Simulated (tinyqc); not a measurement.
# Changing the band bending V_b

Model: admittance spectroscopy and thermally stimulated current of one trap level in a depletion layer. Computed by tinyqc, a small Python program. Command: `OMP_NUM_THREADS=1 python tinyqc.py 3112844 3112845 out.jsonl admit sweep`. One thread of a shared host (Intel(R) Xeon(R) Processor @ 2.30GHz), about 0.01 s of CPU time with the checks.

A Schottky junction on n-type material holds one donor-like electron trap; shallow donors are fully ionised and abrupt depletion edges are assumed.

Inputs (values chosen for the exercise, modelled on n-type silicon): dielectric constant eps = 11.9; density-of-states mass m = 1.09 m_0; shallow doping N = 1.7e+15 1/cm^3; trap density N_t = 4.2e+13 1/cm^3; trap depth E_t below the band = 0.267 eV; capture cross section sigma = 1.6e-14 cm^2; test frequency f = 800000 Hz.

Constants: k_B = 1.380649e-23 J/K; m_0 = 9.1093837015e-31 kg; h = 6.62607015e-34 J s; k_B = 8.617333262e-05 eV/K; eps_0 = 8.8541878128e-12 F/m; e = 1.602176634e-19 C.

Method:
- N_c = 2 (2 pi m k_B T/h^2)^(3/2), v_th = sqrt(3 k_B T/m), emission rate e_n = sigma v_th N_c exp(-E_t/(k_B T)).
- Where the level crosses the Fermi level capture equals emission, so the trap follows the signal with the rate 2 e_n; G/omega peaks at omega = 2 e_n (the correction for large N_t/N is left out).
- Solve 2 e_n(T_p) = 2 pi f.
- With E_c - E_F = k_B T_p ln(N_c/N): lambda = sqrt(2 eps eps_0 (E_t - (E_c - E_F))/(e^2 N)); traps are empty and charged for x < x_t = w - lambda, and V_b = e (N w^2 + N_t x_t^2)/(2 eps eps_0). High frequency: C_hf = eps eps_0/w. Low frequency: C_lf = eps eps_0 (N + N_t)/(N w + N_t x_t).

One run for each value:
```
band bending V_b (V)  step (C_lf - C_hf)/C_hf  C_hf (nF/cm^2)  crossing point x_t (nm)  depletion width w (nm)
0.7                                 0.0087201          14.390                    469.7                   732.2
1.4                                 0.0061613          10.193                    771.1                  1033.7
2.2                                 0.0049136           8.139                   1032.0                  1294.5
2.9                                 0.0042792           7.093                   1223.0                  1485.5
3.7                                 0.0037881           6.282                   1414.7                  1677.3
4.4                                 0.0034736           5.762                   1566.0                  1828.6
5.1                                 0.0032263           5.353                   1705.7                  1968.2
5.9                                 0.0029995           4.978                   1854.0                  2116.6
```

Describe and explain the trends.

Over the rows, step (C_lf - C_hf)/C_hf falls from 0.00872 to 0.00300 (exponent d ln y / d ln x about -0.50 throughout); C_hf (nF/cm^2) falls from 14.4 to 4.98 (exponent d ln y / d ln x about -0.50 throughout); crossing point x_t (nm) rises from 470 to 1850 (exponent d ln y / d ln x 0.72 between the first rows and 0.57 between the last). The exponent of C_hf stays at -0.50: w grows as sqrt(V_b). Lambda does not depend on the bias, so the step falls as w grows.

Extremes, crossings and ranges named in words are read from the listed rows.
